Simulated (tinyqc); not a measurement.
Worked calculation: size effects in the resistivity of thin metal films and interconnect lines. Computed by tinyqc, a small Python program that keeps every step. Command: `OMP_NUM_THREADS=1 python tinyqc.py 3012081 3012082 out.jsonl size walk`. One thread of a shared host (Intel(R) Xeon(R) Processor @ 2.30GHz), about 0.01 s of CPU time with the checks. Intermediate numbers are printed to about 6 digits and carried at full precision; extremes and crossings named in words are read from the listed rows.

Electrons lose their drift at surfaces (a share 1 - p of the hits) and at grain boundaries (reflection R), besides bulk scattering.

Inputs (values chosen for the exercise, modelled on silver):
```
quantity                     value         unit
bulk resistivity rho_b        1.54  microohm cm
bulk mean free path lambda    54.7           nm
specularity p                 0.17            -
grain-boundary reflection R   0.31            -
film thickness h                57           nm
grain size over thickness      2.1            -
```

Geometry: film.

## Grain size

D = (ratio) h.

grain size D = 119.7 nm

## Grain boundaries

Mayadas-Shatzkes: alpha = (lambda/D) R/(1 - R); rho_b/rho = 1 - 3 alpha/2 + 3 alpha^2 - 3 alpha^3 ln(1 + 1/alpha).

alpha = 0.205308

rho/rho_b from grains = 1.29443

The linear estimate 1 + 3 alpha/2 gives 1.308, within 2 %.

## Surfaces

Fuchs-Sondheimer film: rho_b/rho = 1 - (3/(2 kappa))(1 - p) int_0^1 (s - s^3)(1 - exp(-kappa/s))/(1 - p exp(-kappa/s)) ds, f = rho/rho_b, kappa = thickness/lambda, 80 Gauss-Legendre points.

kappa = h/lambda = 1.04205

rho/rho_b from surfaces = 1.35302

The thick-film form 1 + 3 (1 - p)/(8 kappa) gives 1.299, a deviation of -4.0 %.

## Resistivity of the film

Both together (Mayadas-Shatzkes film): rho_b/rho = (rho_b/rho of the grains alone) - (6/(pi kappa))(1 - p) int_0^(pi/2) dphi int_0^1 ds (cos^2 phi/H^2)(s - s^3)(1 - exp(-kappa H/s))/(1 - p exp(-kappa H/s)), H = 1 + alpha/(cos phi sqrt(1 - s^2)), 40 x 80 Gauss-Legendre points. Sheet resistance rho/h; additive estimate rho_b (f_surface + f_grain - 1).

resistivity rho = 2.51202 microohm cm

sheet resistance = 0.440705 ohm

additive estimate = 2.53708 microohm cm

error of the additive estimate = 0.997779 %

Adding the two excesses (Matthiessen's rule) is 1.0 % high.

## Exact and approximate surface terms

Thick-film form 1 + 3 (1 - p)/(8 kappa); thin-film form (4/3)((1 - p)/(1 + p))/(kappa ln(1/kappa)).

Rho/rho_b:
```
kappa       h (nm)    exact  thick-film form  thin-film form
0.01   5.47000e-01  20.5898          32.1250         20.5393
0.02   1.09400e+00  12.0894          16.5625         12.0893
0.05   2.73500e+00   6.2471           7.2250          6.3148
0.1    5.47000e+00   3.9646           4.1125          4.1079
0.2    1.09400e+01   2.6498           2.5562          2.9385
0.5    2.73500e+01   1.7248           1.6225               -
1      5.47000e+01   1.3681           1.3113               -
2      1.09400e+02   1.1779           1.1556               -
5      2.73500e+02   1.0663           1.0622               -
10     5.47000e+02   1.0321           1.0311               -
```

The thick-film form is within 5 % down to kappa = 1; at kappa = 0.01 it is 1.56 times the exact value and the thin-film form 1.00 times. The resistivity doubles between 10.9 and 27.4 nm. Rows thinner than about 5 nm only illustrate the formulas.

Checks made by the program: grain-boundary formula against its angular integral 3 int_0^1 c^3/(c + alpha) dc (relative difference below 1e-10); combined formula at alpha -> 0 against Fuchs-Sondheimer (relative difference 1e-07).
